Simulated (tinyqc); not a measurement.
Inside a calculation (part 1 of 3). Method: UHF in the sto-6g basis, for BeH2, spin multiplicity 1. Computed by tinyqc, a small Python program that keeps every step (integrals from PySCF). Settings: charge = 0, multiplicity = 1, basis = sto-6g, energy threshold = 1e-10, iteration cap = 73, orthogonalisation = canonical, start = core, DIIS depth = 0, shift = 0.2, method = UHF, break = 0.4. Command: `OMP_NUM_THREADS=1 python tinyqc.py 22780 22781 out.jsonl` (the two numbers bound the seeds that draw the settings). One thread of a shared host (Intel(R) Xeon(R) Processor @ 2.60GHz), about 0.2 s of CPU time with the checks. Later iterations appear only in the table of the cycle.

## One-electron integrals

Geometry (angstrom):
```
atom         x          y         z
Be    0.000000   0.000000  0.000000
H     0.000000   1.451000  0.132000
H     0.000000  -1.516000  0.138000
```

Basis sto-6g: exponents (1/bohr^2) and contraction coefficients of normalised primitives:
```
element  l (shell)    exponent  coefficient
Be           s (1)  312.870494     0.009164
Be           s (1)   57.364463     0.049361
Be           s (1)   16.048509     0.168538
Be           s (1)    5.513096     0.370563
Be           s (1)    2.140897     0.416492
Be           s (1)    0.881739     0.130334
Be           s (2)   13.633247    -0.013253
Be           s (2)    2.698375    -0.046992
Be           s (2)    0.838653    -0.033785
Be           s (2)    0.322660     0.250242
Be           s (2)    0.140131     0.595117
Be           s (2)    0.064233     0.240706
Be           p (3)   13.633247     0.003760
Be           p (3)    2.698375     0.037679
Be           p (3)    0.838653     0.173897
Be           p (3)    0.322660     0.418036
Be           p (3)    0.140131     0.425860
Be           p (3)    0.064233     0.101708
H            s (1)   35.523221     0.009164
H            s (1)    6.513144     0.049361
H            s (1)    1.822143     0.168538
H            s (1)    0.625955     0.370563
H            s (1)    0.243077     0.416492
H            s (1)    0.100112     0.130334
```

Overlap, kinetic and nuclear-attraction integrals over the contracted functions; the nuclear repulsion is the sum of Za Zb / Rab.

nuclear repulsion = 3.02164470 hartree

overlap S:
```
           1Be 1s    1Be 2s   1Be 2px    1Be 2py   1Be 2pz     2H 1s      3H 1s
1Be 1s   1.000000  0.254764  0.000000   0.000000  0.000000  0.055608   0.048068
1Be 2s   0.254764  1.000000  0.000000   0.000000  0.000000  0.414444   0.389535
1Be 2px  0.000000  0.000000  1.000000   0.000000  0.000000  0.000000   0.000000
1Be 2py  0.000000  0.000000  0.000000   1.000000  0.000000  0.488131  -0.467235
1Be 2pz  0.000000  0.000000  0.000000   0.000000  1.000000  0.044406   0.042532
2H 1s    0.055608  0.414444  0.000000   0.488131  0.044406  1.000000   0.023019
3H 1s    0.048068  0.389535  0.000000  -0.467235  0.042532  0.023019   1.000000
```

kinetic energy T (hartree):
```
            1Be 1s     1Be 2s   1Be 2px    1Be 2py   1Be 2pz      2H 1s      3H 1s
1Be 1s    6.768753  -0.207382  0.000000   0.000000  0.000000  -0.013612  -0.012939
1Be 2s   -0.207382   0.220121  0.000000   0.000000  0.000000   0.052357   0.044143
1Be 2px   0.000000   0.000000  0.661265   0.000000  0.000000   0.000000   0.000000
1Be 2py   0.000000   0.000000  0.000000   0.661265  0.000000   0.156002  -0.137603
1Be 2pz   0.000000   0.000000  0.000000   0.000000  0.661265   0.014192   0.012526
2H 1s    -0.013612   0.052357  0.000000   0.156002  0.014192   0.768522  -0.005941
3H 1s    -0.012939   0.044143  0.000000  -0.137603  0.012526  -0.005941   0.768522
```

nuclear attraction V (hartree):
```
             1Be 1s     1Be 2s    1Be 2px    1Be 2py    1Be 2pz      2H 1s      3H 1s
1Be 1s   -15.425614  -1.831823   0.000000  -0.001338  -0.002784  -0.436198  -0.375455
1Be 2s    -1.831823  -2.980414   0.000000  -0.007299  -0.023708  -1.169574  -1.076866
1Be 2px    0.000000   0.000000  -2.914028   0.000000   0.000000   0.000000   0.000000
1Be 2py   -0.001338  -0.007299   0.000000  -3.111279  -0.000624  -1.351033   1.264530
1Be 2pz   -0.002784  -0.023708   0.000000  -0.000624  -2.915662  -0.125234  -0.117292
2H 1s     -0.436198  -1.169574   0.000000  -1.351033  -0.125234  -2.863761  -0.072291
3H 1s     -0.375455  -1.076866   0.000000   1.264530  -0.117292  -0.072291  -2.803347
```

core Hamiltonian H = T + V (hartree):
```
            1Be 1s     1Be 2s    1Be 2px    1Be 2py    1Be 2pz      2H 1s      3H 1s
1Be 1s   -8.656861  -2.039205   0.000000  -0.001338  -0.002784  -0.449810  -0.388394
1Be 2s   -2.039205  -2.760293   0.000000  -0.007299  -0.023708  -1.117217  -1.032723
1Be 2px   0.000000   0.000000  -2.252763   0.000000   0.000000   0.000000   0.000000
1Be 2py  -0.001338  -0.007299   0.000000  -2.450014  -0.000624  -1.195032   1.126927
1Be 2pz  -0.002784  -0.023708   0.000000  -0.000624  -2.254396  -0.111043  -0.104766
2H 1s    -0.449810  -1.117217   0.000000  -1.195032  -0.111043  -2.095239  -0.078232
3H 1s    -0.388394  -1.032723   0.000000   1.126927  -0.104766  -0.078232  -2.034824
```

## Two-electron integrals

Functions are numbered as in S; the eight-fold symmetry (ij|kl) = (ji|kl) = (kl|ij) leaves the list below.

Two-electron integrals (ij|kl) in chemists' order, unique and non-zero (hartree):
```
(11|11) 2.299996    (21|11) 0.361879    (21|21) 0.071926    (22|11) 0.570332
(22|21) 0.139654    (22|22) 0.417773    (31|31) 0.015252    (32|31) 0.022555
(32|32) 0.092340    (33|11) 0.570332    (33|21) 0.139654    (33|22) 0.417773
(33|33) 0.450117    (41|41) 0.015252    (42|41) 0.022555    (42|42) 0.092340
(43|43) 0.024258    (44|11) 0.570332    (44|21) 0.139654    (44|22) 0.417773
(44|33) 0.401601    (44|44) 0.450117    (51|51) 0.015252    (52|51) 0.022555
(52|52) 0.092340    (53|53) 0.024258    (54|54) 0.024258    (55|11) 0.570332
(55|21) 0.139654    (55|22) 0.417773    (55|33) 0.401601    (55|44) 0.401601
(55|55) 0.450117    (61|11) 0.081151    (61|21) 0.015664    (61|22) 0.030293
(61|33) 0.030043    (61|41) 0.001543    (61|42) 0.002994    (61|44) 0.030786
(61|51) 0.000140    (61|52) 0.000272    (61|54) 0.000068    (61|55) 0.030049
(61|61) 0.003608    (62|11) 0.194188    (62|21) 0.048300    (62|22) 0.157191
(62|33) 0.151273    (62|41) 0.006712    (62|42) 0.039449    (62|44) 0.168881
(62|51) 0.000611    (62|52) 0.003589    (62|54) 0.001602    (62|55) 0.151419
(62|61) 0.011632    (62|62) 0.087997    (63|31) 0.004665    (63|32) 0.021213
(63|43) 0.006849    (63|53) 0.000623    (63|63) 0.008082    (64|11) 0.207804
(64|21) 0.052344    (64|22) 0.178012    (64|33) 0.167556    (64|41) 0.010849
(64|42) 0.061414    (64|44) 0.198778    (64|51) 0.000563    (64|52) 0.003657
(64|54) 0.002217    (64|55) 0.167701    (64|61) 0.013229    (64|62) 0.113397
(64|64) 0.150942    (65|11) 0.018904    (65|21) 0.004762    (65|22) 0.016194
(65|33) 0.015243    (65|41) 0.000563    (65|42) 0.003657    (65|44) 0.016837
(65|51) 0.004716    (65|52) 0.021545    (65|54) 0.006994    (65|55) 0.016502
(65|61) 0.001203    (65|62) 0.010316    (65|64) 0.012996    (65|65) 0.009265
(66|11) 0.361117    (66|21) 0.091648    (66|22) 0.332938    (66|33) 0.308938
(66|41) 0.014996    (66|42) 0.113147    (66|44) 0.380348    (66|51) 0.001364
(66|52) 0.010293    (66|54) 0.006496    (66|55) 0.309529    (66|61) 0.022840
(66|62) 0.236798    (66|64) 0.323928    (66|65) 0.029468    (66|66) 0.774999
(71|11) 0.069942    (71|21) 0.013510    (71|22) 0.026167    (71|33) 0.025951
(71|41) -0.001333   (71|42) -0.002600   (71|44) 0.026594    (71|51) 0.000121
(71|52) 0.000237    (71|54) -0.000059   (71|55) 0.025956    (71|61) 0.002819
(71|62) 0.008323    (71|64) 0.008666    (71|65) 0.000867    (71|66) 0.015577
(71|71) 0.002685    (72|11) 0.177808    (72|21) 0.044288    (72|22) 0.145399
(72|33) 0.139805    (72|41) -0.006133   (72|42) -0.036905   (72|44) 0.156448
(72|51) 0.000558    (72|52) 0.003359    (72|54) -0.001515   (72|55) 0.139943
(72|61) 0.008841    (72|62) 0.042401    (72|64) 0.043710    (72|65) 0.004901
(72|66) 0.084268    (72|71) 0.009225    (72|72) 0.077117    (73|31) 0.004139
(73|32) 0.019153    (73|43) -0.006297   (73|53) 0.000573    (73|63) 0.002995
(73|73) 0.006810    (74|11) -0.193846   (74|21) -0.048869   (74|22) -0.167515
(74|33) -0.157683   (74|41) 0.009872    (74|42) 0.057337    (74|44) -0.187040
(74|51) -0.000522   (74|52) -0.003476   (74|54) 0.002099    (74|55) -0.157822
(74|61) -0.009400   (74|62) -0.044745   (74|64) -0.044469   (74|65) -0.005094
(74|66) -0.087760   (74|71) -0.010654   (74|72) -0.100864   (74|74) 0.135853
(75|11) 0.017646    (75|21) 0.004448    (75|22) 0.015249    (75|33) 0.014354
(75|41) -0.000522   (75|42) -0.003476   (75|44) 0.015880    (75|51) 0.004186
(75|52) 0.019470    (75|54) -0.006436   (75|55) 0.015513    (75|61) 0.000936
(75|62) 0.004965    (75|64) 0.005049    (75|65) 0.003557    (75|66) 0.010079
(75|71) 0.000970    (75|72) 0.009182    (75|74) -0.011747   (75|75) 0.007880
(76|11) 0.013094    (76|21) 0.003175    (76|22) 0.009531    (76|33) 0.009338
(76|41) -0.000007   (76|42) -0.000055   (76|44) 0.009895    (76|51) 0.000077
(76|52) 0.000376    (76|54) -3.34e-06   (76|55) 0.009361    (76|61) 0.000693
(76|62) 0.003763    (76|64) 0.004364    (76|65) 0.000478    (76|66) 0.008460
(76|71) 0.000601    (76|72) 0.003550    (76|74) -0.004210   (76|75) 0.000456
(76|76) 0.000225    (77|11) 0.346103    (77|21) 0.087912    (77|22) 0.322861
(77|33) 0.299767    (77|41) -0.013912   (77|42) -0.108834   (77|44) 0.368480
(77|51) 0.001266    (77|52) 0.009907    (77|54) -0.006255   (77|55) 0.300336
(77|61) 0.017356    (77|62) 0.088768    (77|64) 0.090432    (77|65) 0.010468
(77|66) 0.178337    (77|71) 0.018886    (77|72) 0.220280    (77|74) -0.305191
(77|75) 0.027781    (77|76) 0.008460    (77|77) 0.774999
```

## Orthogonalisation

S = U s U^T; canonical form X = U s^(-1/2), so that X^T S X = 1. Each column of U has its largest component positive (the first on a tie).

eigenvalues of S: 0.310486  0.411054  0.939407  1.000000  1.010303  1.647820  1.680930

X:
```
                 1          2          3         4          5          6          7
1Be 1s   -0.043831  -0.359155   0.872241  0.000000  -0.345705   0.183429   0.181688
1Be 2s    0.196896   1.114067  -0.098088  0.000000  -0.058217   0.372573   0.375164
1Be 2px   0.000000   0.000000   0.000000  1.000000   0.000000   0.000000   0.000000
1Be 2py   1.243524  -0.165793  -0.005575  0.000000   0.002281  -0.396504   0.385253
1Be 2pz   0.018477   0.103833   0.386048  0.000000   0.918247   0.032835   0.032894
2H 1s    -1.021957  -0.588289  -0.262955  0.000000   0.106517  -0.023762   0.520914
3H 1s     0.767447  -0.823579  -0.275437  0.000000   0.111230   0.524926  -0.017242
```

## Starting guess

The start is the orbitals of the core Hamiltonian, with HOMO and LUMO mixed by +/-0.4 rad for the two spins; D(s) = C_occ C_occ^T for each spin.

D(alpha) at the start:
```
            1Be 1s     1Be 2s    1Be 2px    1Be 2py    1Be 2pz      2H 1s      3H 1s
1Be 1s    1.061463  -0.231464  -0.068385  -0.012462  -0.024473  -0.007411  -0.003200
1Be 2s   -0.231464   0.836098   0.292442   0.048091   0.102694   0.067053   0.047677
1Be 2px  -0.068385   0.292442   0.151647  -0.204219   0.036330   0.026258   0.009191
1Be 2py  -0.012462   0.048091  -0.204219   0.995905   0.004288  -0.008105   0.036946
1Be 2pz  -0.024473   0.102694   0.036330   0.004288   0.012632   0.008300   0.005840
2H 1s    -0.007411   0.067053   0.026258  -0.008105   0.008300   0.005647   0.003523
3H 1s    -0.003200   0.047677   0.009191   0.036946   0.005840   0.003523   0.003996
```

D(beta) at the start:
```
            1Be 1s     1Be 2s    1Be 2px    1Be 2py    1Be 2pz      2H 1s      3H 1s
1Be 1s    1.061463  -0.231464   0.068385  -0.012462  -0.024473  -0.007411  -0.003200
1Be 2s   -0.231464   0.836098  -0.292442   0.048091   0.102694   0.067053   0.047677
1Be 2px   0.068385  -0.292442   0.151647   0.204219  -0.036330  -0.026258  -0.009191
1Be 2py  -0.012462   0.048091   0.204219   0.995905   0.004288  -0.008105   0.036946
1Be 2pz  -0.024473   0.102694  -0.036330   0.004288   0.012632   0.008300   0.005840
2H 1s    -0.007411   0.067053  -0.026258  -0.008105   0.008300   0.005647   0.003523
3H 1s    -0.003200   0.047677  -0.009191   0.036946   0.005840   0.003523   0.003996
```

## Iteration 1: building the Fock matrix

J_ij = sum D_kl (ij|kl) with D = D(alpha) + D(beta), K_ij = sum D_kl (ik|jl) for each spin; F = H + J - K(s); E = tr D H + tr D J / 2 - 0.5 sum_s tr D(s) K(s) + E_nn.

Coulomb J (hartree):
```
           1Be 1s    1Be 2s   1Be 2px    1Be 2py   1Be 2pz     2H 1s      3H 1s
1Be 1s   6.880136  1.273115  0.000000   0.005352  0.008222  0.283534   0.243282
1Be 2s   1.273115  2.794956  0.000000   0.027056  0.038053  1.050008   0.944178
1Be 2px  0.000000  0.000000  2.770783   0.000000  0.000000  0.000000   0.000000
1Be 2py  0.005352  0.027056  0.000000   2.856671  0.000899  1.185876  -1.074792
1Be 2pz  0.008222  0.038053  0.000000   0.000899  2.757415  0.113858   0.103837
2H 1s    0.283534  1.050008  0.000000   1.185876  0.113858  2.189581   0.064798
3H 1s    0.243282  0.944178  0.000000  -1.074792  0.103837  0.064798   2.035639
```

exchange K(alpha) (hartree):
```
           1Be 1s    1Be 2s    1Be 2px    1Be 2py   1Be 2pz     2H 1s      3H 1s
1Be 1s   2.353338  0.384629   0.008579   0.001874  0.003144  0.094868   0.080896
1Be 2s   0.384629  0.499909   0.144076   0.033364  0.052842  0.237759   0.188585
1Be 2px  0.008579  0.144076   0.179787  -0.083896  0.016025  0.021466   0.081600
1Be 2py  0.001874  0.033364  -0.083896   0.532791  0.003007  0.251571  -0.197252
1Be 2pz  0.003144  0.052842   0.016025   0.003007  0.121100  0.027931   0.022508
2H 1s    0.094868  0.237759   0.021466   0.251571  0.027931  0.268210   0.006461
3H 1s    0.080896  0.188585   0.081600  -0.197252  0.022508  0.006461   0.194145
```

exchange K(beta) (hartree):
```
            1Be 1s     1Be 2s    1Be 2px    1Be 2py    1Be 2pz      2H 1s      3H 1s
1Be 1s    2.353338   0.384629  -0.008579   0.001874   0.003144   0.094868   0.080896
1Be 2s    0.384629   0.499909  -0.144076   0.033364   0.052842   0.237759   0.188585
1Be 2px  -0.008579  -0.144076   0.179787   0.083896  -0.016025  -0.021466  -0.081600
1Be 2py   0.001874   0.033364   0.083896   0.532791   0.003007   0.251571  -0.197252
1Be 2pz   0.003144   0.052842  -0.016025   0.003007   0.121100   0.027931   0.022508
2H 1s     0.094868   0.237759  -0.021466   0.251571   0.027931   0.268210   0.006461
3H 1s     0.080896   0.188585  -0.081600  -0.197252   0.022508   0.006461   0.194145
```

F(alpha) (hartree):
```
            1Be 1s     1Be 2s    1Be 2px    1Be 2py    1Be 2pz      2H 1s      3H 1s
1Be 1s   -4.130063  -1.150719  -0.008579   0.002139   0.002294  -0.261145  -0.226008
1Be 2s   -1.150719  -0.465246  -0.144076  -0.013608  -0.038498  -0.304969  -0.277130
1Be 2px  -0.008579  -0.144076   0.338234   0.083896  -0.016025  -0.021466  -0.081600
1Be 2py   0.002139  -0.013608   0.083896  -0.126133  -0.002732  -0.260727   0.249387
1Be 2pz   0.002294  -0.038498  -0.016025  -0.002732   0.381919  -0.025116  -0.023437
2H 1s    -0.261145  -0.304969  -0.021466  -0.260727  -0.025116  -0.173868  -0.019895
3H 1s    -0.226008  -0.277130  -0.081600   0.249387  -0.023437  -0.019895  -0.193330
```

F(beta) (hartree):
```
            1Be 1s     1Be 2s    1Be 2px    1Be 2py    1Be 2pz      2H 1s      3H 1s
1Be 1s   -4.130063  -1.150719   0.008579   0.002139   0.002294  -0.261145  -0.226008
1Be 2s   -1.150719  -0.465246   0.144076  -0.013608  -0.038498  -0.304969  -0.277130
1Be 2px   0.008579   0.144076   0.338234  -0.083896   0.016025   0.021466   0.081600
1Be 2py   0.002139  -0.013608  -0.083896  -0.126133  -0.002732  -0.260727   0.249387
1Be 2pz   0.002294  -0.038498   0.016025  -0.002732   0.381919  -0.025116  -0.023437
2H 1s    -0.261145  -0.304969   0.021466  -0.260727  -0.025116  -0.173868  -0.019895
3H 1s    -0.226008  -0.277130   0.081600   0.249387  -0.023437  -0.019895  -0.193330
```

total energy of this density = -14.98893366 hartree
